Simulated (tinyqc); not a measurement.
Width from the threshold shift.

Problem. Undoped body with a flat potential across it, hard walls, transport along x. Three valley pairs (g = 2 each) with the longitudinal mass along x, y or z. Non-parabolicity enters the subband edges through E (1 + al E) = gamma, so E = 2 gamma/(1 + sqrt(1 + 4 al gamma)); motion within a subband is taken as parabolic with the band-edge mass. Energies are counted from the bulk band edge. gamma = C pi^2 [a^2/(my (t + dl)^2) + b^2/(mz (H + dl)^2)], C = hbar^2/(2 m0). Each subband has N_k = g sqrt(2 mx m0 kB T/(pi hbar^2)); without degeneracy n = exp(EF/Vt) sum N_k exp(-E_k/Vt). Classical value Nc times t H, Nc = sum over valleys of 2 g (m m0 kB T/(2 pi hbar^2))^1.5 with m = (mx my mz)^(1/3). Threshold shift dVT = Vt ln(classical value/sum N_k exp(-E_k/Vt)). Find t and the lowest subband edge.

Values chosen for this exercise; masses close to those of silicon:
```
symbol,value,unit,meaning
T,300,K,temperature
ml,0.908,m0,longitudinal mass
mt,0.193,m0,transverse mass
al,0.5,1/eV,non-parabolicity
dl,0.3,nm,widening of the box by penetration into the insulator
H,14,nm,height (along z)
```

Constants: q = 1.602176634e-19 C, kB = 1.380649e-23 J/K, hbar = 1.054571817e-34 J s, m0 = 9.1093837015e-31 kg, Vt = kB T/q, hbar^2/(2 m0) = 0.0380998212 eV nm^2. Results are converted to the units shown.

dVT = 55.578351 mV

Solution. dVT is evaluated for trial values of t with all subbands; between 1.5 and 25 nm one value matches.

t = 3.50 nm
E_1 = 37.5 meV

Computed by the program tinyqc: `OMP_NUM_THREADS=1 python tinyqc.py 2350158 2350159 out.jsonl`, one thread of a shared Intel Xeon 2.30GHz, about 0.3 s for the whole run.
